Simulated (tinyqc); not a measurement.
Worked calculation: four-point probe, van der Pauw, Hall and spreading-resistance readings of a semiconductor layer. Computed by tinyqc, a small Python program that keeps every step. Command: `OMP_NUM_THREADS=1 python tinyqc.py 3110035 3110036 out.jsonl probe walk`. One thread of a shared host (Intel(R) Xeon(R) Processor @ 2.30GHz), about 0.01 s of CPU time with the checks. Intermediate numbers are printed to about 5 digits and carried at full precision; extremes and crossings named in words are read from the listed rows.

The layer is uniform and ohmic; contacts are points unless a radius is given.

Inputs (values chosen for the exercise, modelled on p-type silicon):

| quantity | value | unit |
|---|---|---|
| carrier density n | 1.4e+14 | 1/cm^3 |
| drift mobility mu | 421 | cm^2/(V s) |
| layer thickness t | 64 | micrometre |
| probe spacing s | 1.588 | mm |
| current I | 0.02 | mA |
| side ratio a/b of the van der Pauw rectangle | 1.9 | - |
| magnetic field B | 0.58 | T |
| Hall factor r_H | 0.86 | - |
| wafer diameter over spacing D/s | 31 | - |

Backing of the layer: insulating.

Constants: e = 1.602176634e-19 C.

## Resistivity and sheet resistance

rho = 1/(e n mu); R_s = rho/t.

resistivity rho = 105.90 ohm cm

sheet resistance R_s = 16546 ohm/square

## Four-point voltage

Collinear probes with equal spacing on a layer with insulating backing: images at depth 2 m t give V = (rho I/(2 pi s)) G, G = 1 + 4 sum_(m>=1) [1/sqrt(1 + (2 m u)^2) - 1/sqrt(4 + (2 m u)^2)], u = t/s; the sum runs to m = 20000, with the tail 3/(32 u^3 M^2) added to the sum for M = 20000. Limits: thick, rho = 2 pi s V/I; thin on an insulator, rho = (pi/ln 2) t V/I.

t/s = 0.040302

G = 34.397

voltage V = 73.014 mV

rho by the thick formula = 3642.5 ohm cm

rho by the thin formula = 105.90 ohm cm

The thick formula is off by +3339.7 % and the thin one by 0.0 %.

## Thickness correction

The last two columns give rho(formula)/rho for rho = 2 pi s V/I and rho = (pi/ln 2) t V/I.

Correction against t/s:

| t/s | G | thick formula | thin formula |
|---|---|---|---|
| 0.1 | 13.863 | 13.863 | 1.0000 |
| 0.2 | 6.931 | 6.931 | 1.0000 |
| 0.3 | 4.621 | 4.621 | 1.0000 |
| 0.5 | 2.780 | 2.780 | 1.0026 |
| 0.7 | 2.017 | 2.017 | 1.0187 |
| 1.0 | 1.504 | 1.504 | 1.0852 |
| 1.5 | 1.197 | 1.197 | 1.2955 |
| 2.0 | 1.094 | 1.094 | 1.5781 |
| 3.0 | 1.031 | 1.031 | 2.2304 |
| 5.0 | 1.007 | 1.007 | 3.6319 |

The thin formula holds to 1 % up to t/s = 0.5 and the thick one holds to 1 % from t/s = 5.

## Finite wafer

For a thin circular wafer probed at its centre, R_s = C V/I with C = pi/(ln 2 + ln[((D/s)^2 + 3)/((D/s)^2 - 3)]).

factor C = 4.4919

error if pi/ln 2 is used = 0.90075 %

## The two van der Pauw resistances

Thin rectangle with point contacts at the corners; for R_B current and voltage contacts lie along the two sides of length a, for R_A along those of length b: exp(-pi R_A/R_s) = (theta_4/theta_3)^4, exp(-pi R_B/R_s) = (theta_2/theta_3)^4 with q = exp(-pi a/b), theta_2 = 2 sum_(m>=0) q^((m + 1/2)^2), theta_3 = 1 + 2 sum_(m>=1) q^(m^2), theta_4 = 1 + 2 sum_(m>=1) (-1)^m q^(m^2).

R_A = 215.46 ohm

R_B = 16942 ohm

ratio R_B/R_A = 78.635

## Solving the van der Pauw equation

Solve exp(-pi z R_A) + exp(-pi z R_B) = 1 for z = 1/R_s by seven Newton steps from z = 2 ln 2/(pi (R_A + R_B)); f = R_s 2 ln 2/(pi (R_A + R_B)).

Steps:

| step | 1/z (ohm) | left side less 1 |
|---|---|---|
| 0 | 38883 | 2.3713e-01 |
| 1 | 23579 | 7.6323e-02 |
| 2 | 18292 | 1.8156e-02 |
| 3 | 16728 | 1.8508e-03 |
| 4 | 16549 | 2.4447e-05 |
| 5 | 16546 | 4.3959e-09 |
| 6 | 16546 | 0 |

R_s found = 16546 ohm/square

correction f = 0.42554

Averaging R_A and R_B without f would overstate R_s by 135.0 %.

## Hall reading

V_H = r_H I B/(e n t); apparent density n/r_H; Hall mobility r_H mu; Hall angle tan = r_H mu B (SI).

Hall voltage = 6.9493 mV

apparent density = 1.6279e+14 1/cm^3

Hall mobility = 362.06 cm^2/(V s)

tangent of the Hall angle = 0.020999

Checks made by the program: thin limit of G, 2 ln 2/u at u = 0.02 (relative difference below 1e-10); R_s recovered (relative difference below 1e-10).
